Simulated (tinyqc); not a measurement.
Valley-orbit splitting of a donor ground state, with strain: one step, computed by the program tinyqc. Command: `OMP_NUM_THREADS=1 python tinyqc.py 3009407 3009408 out.jsonl valleyorbit walk`. One thread of a shared host (Intel(R) Xeon(R) Processor @ 2.30GHz), about 0.01 s of CPU time with the checks.

The basis is the 1s envelope in each valley; energies are counted from the unstrained conduction-band edge. The strain is e_s (a a^T - 1/3) for the unit stress axis a, so valley j along n_j moves by Xi_u e_s w_j with w_j = (n_j.a)^2 - 1/3: -1/3 for x and y, +2/3 for z.

Task: Levels and ground state under strain. Diagonalise H; the ground vector has positive components. The density at the nucleus, and so the contact hyperfine coupling, scales as (sum_j c_j)^2/(number of valleys), which is 1 without strain; the envelopes are held fixed.

Valleys: six along <100>. Stress axis: [001].

H (meV):
```
           +x         -x         +y         -y         +z         -z
+x  -36.22613   -1.50000   -2.30000   -2.30000   -2.30000   -2.30000
-x   -1.50000  -36.22613   -2.30000   -2.30000   -2.30000   -2.30000
+y   -2.30000   -2.30000  -36.22613   -1.50000   -2.30000   -2.30000
-y   -2.30000   -2.30000   -1.50000  -36.22613   -2.30000   -2.30000
+z   -2.30000   -2.30000   -2.30000   -2.30000  -37.40773   -1.50000
-z   -2.30000   -2.30000   -2.30000   -2.30000   -1.50000  -37.40773
```

Give: levels; valley amplitudes of the ground state; hyperfine ratio A/A_0.

Result:

levels (meV): -47.343  -35.908  -34.726  -34.726  -33.891  -33.126

valley amplitudes of the ground state: +x 0.39593, -x 0.39593, +y 0.39593, -y 0.39593, +z 0.43182, -z 0.43182

hyperfine ratio A/A_0 = 0.99828
